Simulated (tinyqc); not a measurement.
Leakage currents through a thin dielectric: one step, computed by the program tinyqc.

Electrons leave an electrode with Fermi energy E_F above its band bottom; barriers are counted from the Fermi level, and both electrodes are alike.

Question. Transmission at the Fermi level. Field F = V/t; equivalent oxide thickness 3.9 t/k. WKB: a layer of mass m, field F and barrier b(x) = b_0 - e F x gives the exponent (4 sqrt(2 m)/(3 hbar e F)) [b_0^(3/2) - max(b_0 - e F t, 0)^(3/2)] for b_0 > 0; b_0 = barrier - (E - E_F); the transmission is D(E) = exp(-sum of exponents), without image force.

Inputs (values chosen for the exercise, modelled on Si3N4):
```
quantity              value  unit
barrier height phi_B   2.01    eV
tunnelling mass m      0.41   m_0
thickness t              12    nm
voltage V               2.5     V
```

Stack: single layer.

Constants: m_0 = 9.1093837015e-31 kg; e = 1.602176634e-19 C; hbar = 1.054571817e-34 J s.

Give: exponent of the dielectric; transmission D(E_F).

Answer.

exponent of the dielectric = 59.828

transmission D(E_F) = 1.0400e-26
